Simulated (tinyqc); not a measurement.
# Delay unit and parasitic delay from two ring oscillators

Question. A ring of 11 inverters oscillates at 1/(2 x 11 d), with stage delay d = tau (h + p) for fan-out h. Find tau, p and the delay at fan-out 4.

frequencies of 11-stage ring oscillators with fan-out 1 and 6 (GHz): 2.4490596  0.82931117

Solution. d is a straight line in h with slope tau and intercept tau p.

tau = 7.25 ps
p = 1.56
delay at fan-out 4 = 40.3 ps

Computed by the program tinyqc: `OMP_NUM_THREADS=1 python tinyqc.py 2082166 2082167 out.jsonl`, one thread of a shared Intel Xeon 2.30GHz, about 0.01 s for the whole run.
